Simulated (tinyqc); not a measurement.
Worked calculation: size effects in the resistivity of thin metal films and interconnect lines. Computed by tinyqc, a small Python program that keeps every step. Command: `OMP_NUM_THREADS=1 python tinyqc.py 3013075 3013076 out.jsonl size walk`. One thread of a shared host (Intel(R) Xeon(R) Processor @ 2.30GHz), about 0.01 s of CPU time with the checks. Intermediate numbers are printed to about 5 digits and carried at full precision; extremes and crossings named in words are read from the listed rows.

Electrons lose their drift at surfaces (a share 1 - p of the hits) and at grain boundaries (reflection R), besides bulk scattering. The line sits in a trench with a non-conducting liner on both walls and the bottom; the spacing equals the drawn width.

Inputs (values chosen for the exercise, modelled on ruthenium):
```
quantity                                   value         unit
bulk resistivity rho_b                      7.79  microohm cm
bulk mean free path lambda                  6.99           nm
specularity p                                  0            -
grain-boundary reflection R                 0.58            -
drawn line width w                            12           nm
grain size over metal width                 0.75            -
aspect ratio (height over width)             2.2            -
liner thickness t                              1           nm
line length                                  1.3   micrometre
permittivity of the dielectric k             2.5            -
competitor: rho_b relative to this metal     3.7            -
competitor: lambda relative to this metal   0.14            -
competitor: liner relative to t                0            -
```

Geometry: line.

Constants: eps_0 = 8.8541878128e-12 F/m.

## Metal cross-section

Metal width w_m = w - 2t, height h_m = (aspect ratio) w - t, grain size D = (ratio) w_m.

metal width w_m = 10 nm

metal height h_m = 25.4 nm

grain size D = 7.5 nm

share of the trench filled by metal = 80.177 %

## Grain boundaries

Mayadas-Shatzkes: alpha = (lambda/D) R/(1 - R); rho_b/rho = 1 - 3 alpha/2 + 3 alpha^2 - 3 alpha^3 ln(1 + 1/alpha).

alpha = 1.2870

rho/rho_b from grains = 2.7639

The linear estimate 1 + 3 alpha/2 gives 2.931, 6 % high; at large alpha the slope is 4/3.

## Surfaces

Fuchs-Sondheimer film: rho_b/rho = 1 - (3/(2 kappa))(1 - p) int_0^1 (s - s^3)(1 - exp(-kappa/s))/(1 - p exp(-kappa/s)) ds, f = rho/rho_b, kappa = thickness/lambda, 80 Gauss-Legendre points. Line: the excess of a film of thickness w_m and of a film of thickness h_m are added, rho/rho_b = 1 + (f(w_m) - 1) + (f(h_m) - 1), an estimate that holds best when both sides exceed lambda.

kappa = w_m/lambda = 1.4306

f(w_m) = 1.3174

f(h_m) = 1.1146

rho/rho_b from surfaces = 1.4320

## Resistance and delay

Total: rho = rho_b [1 + surface excess + grain excess]; resistance per length rho/(w_m h_m); capacitance per length C = 2 k eps_0 (aspect ratio + 1/2), a parallel-plate estimate for two neighbours plus a fixed term for the planes above and below; delay 0.38 R C L^2; effective resistivity per drawn area.

resistivity rho = 24.896 microohm cm

resistance per length = 980.18 ohm/micrometre

capacitance per length = 0.11953 fF/micrometre

RC delay = 0.075241 ps

effective resistivity per drawn area = 31.052 microohm cm

Of the factor 3.99 over bulk, scattering gives 3.20 and the liner 1.25; within scattering, grain boundaries outweigh surfaces (1.76 against 0.43, grains first).

## A short-path metal as competitor

w_m = w - 2t, h_m = (aspect ratio) w - t, D = (ratio) w_m; rho = rho_b [1 + surface excess + grain excess]. Effective resistivity rho (aspect ratio) w^2/(w_m h_m) for the metal with its liner, for the same metal without liner, and for a competitor with its own rho_b, lambda and liner, and for that competitor with the liner t; p, R, aspect and grain ratios are the same.

Effective resistivity (microohm cm):
```
w (nm)  this metal  without liner  competitor  competitor, liner t
200           8.79          8.676      29.288                29.66
100           9.82          9.547      29.751                30.51
50           11.99         11.270      30.670                32.32
30           15.17         13.558      31.886                34.91
20           19.71         16.423      33.396                38.51
14           26.61         20.117      35.325                43.83
10           38.14         25.049      37.882                52.39
7            62.39         32.437      41.700                69.68
5           116.46         42.240      46.780               106.41
```

The competitor wins below a width between 14.0 and 10.0 nm. In narrow lines rho scales as rho_b lambda/w, and the product rho_b lambda of the competitor is 0.52 times this metal's. At the narrowest width the liner costs this metal a factor 2.76. With the same liner the competitor wins below a width between 7.00 and 5.00 nm; at the narrowest width the thinner liner lowers it from 106 to 46.8. Rows with w - 2t below lambda stretch the additive estimate. Metal widths below about 5 nm are outside this semiclassical model.

Checks made by the program: grain-boundary formula against its angular integral 3 int_0^1 c^3/(c + alpha) dc (relative difference below 1e-10).
